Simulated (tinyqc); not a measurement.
From results back to parameters: Boltzmann transport in a parabolic band with a power-law relaxation time. Three cases, with inputs chosen for the exercise.

Problem. The Seebeck coefficient and the Hall density nH = n/rH are given; md is hidden (a Pisarenko analysis).

F_j(eta) = (1/Gamma(j + 1)) integral_0^infinity x^j dx/(1 + exp(x - eta)), which tends to exp(eta) for eta << 0.

n = N F_1/2(eta) with N = 2 (m kB T/(4 pi c))^(3/2) with c = hbar^2/2m0, in 1/angstrom^3; times 1e24 for 1/cm^3, m = md.

tau = tau0 x^r with x = E/kT. With K_j = Gamma(j + 1) F_j(eta): <tau> = tau0 (r + 3/2) K_(r+1/2)/((3/2) K_(1/2)); mu = <tau>/(mc m0/e), m0/e = 5.685630e-12 kg/C; Hall factor rH = (3/2) K_(1/2) (2r + 3/2) K_(2r+1/2)/((r + 3/2) K_(r+1/2))^2; Seebeck S = -(kB/e) [(r + 5/2) K_(r+3/2)/((r + 3/2) K_(r+1/2)) - eta]; Lorenz number L = (kB/e)^2 [(r + 7/2) K_(r+5/2)/((r + 3/2) K_(r+1/2)) - ((r + 5/2) K_(r+3/2)/((r + 3/2) K_(r+1/2)))^2]; kB/e in V/K. Valley anisotropy is left out of rH.

Constants: hbar^2/2m0 = 3.80998211 eV angstrom^2; kB = 8.617333262e-05 eV/K.

Case 1.

Values chosen (out of a larger set: masses near those of Ge; tau0 is set for a mobility of the usual size at this n, kL is a free input; freeze-out and phonon drag, which matter near 77 K, are left out; not measured data): r = -0.5 (exponent of tau); T = 500 K.

S = -302.405 microvolt/K
nH = 4.3853e+18 1/cm^3

Case 2.

Values chosen (out of a larger set: masses near those of InP; tau0 is set for a mobility of the usual size at this n, kL is a free input; freeze-out and phonon drag, which matter near 77 K, are left out; not measured data): r = 1.5 (exponent of tau); T = 300 K.

S = -320.746 microvolt/K
nH = 4.0132e+17 1/cm^3

Case 3.

Values chosen (out of a larger set: masses near those of Si; tau0 is set for a mobility of the usual size at this n, kL is a free input; freeze-out and phonon drag, which matter near 77 K, are left out; not measured data): r = 1.5 (exponent of tau); T = 200 K.

S = -517.983 microvolt/K
nH = 1.0020e+18 1/cm^3

Find: eta; rH; n; md.

Solution. S depends on eta alone and |S| falls steadily with it; eta gives rH and so n, and N = n/F_1/2(eta) gives md from N proportional to md^(3/2).

Case 1.

eta = -1.40
rH = 1.163
n = 5.1e+18 1/cm^3
md = 0.555 m0

Case 2.

eta = 0.60
rH = 1.669
n = 6.7e+17 1/cm^3
md = 0.079 m0

Case 3.

eta = -1.98
rH = 1.896
n = 1.9e+18 1/cm^3
md = 1.035 m0

Computed by tinyqc, one run a case: `OMP_NUM_THREADS=1 python tinyqc.py N N+1 out.jsonl` with N = 1651856, 1651904, 1651945; one thread of a shared Intel(R) Xeon(R) Processor @ 2.30GHz, about 0.03 s a run at most.
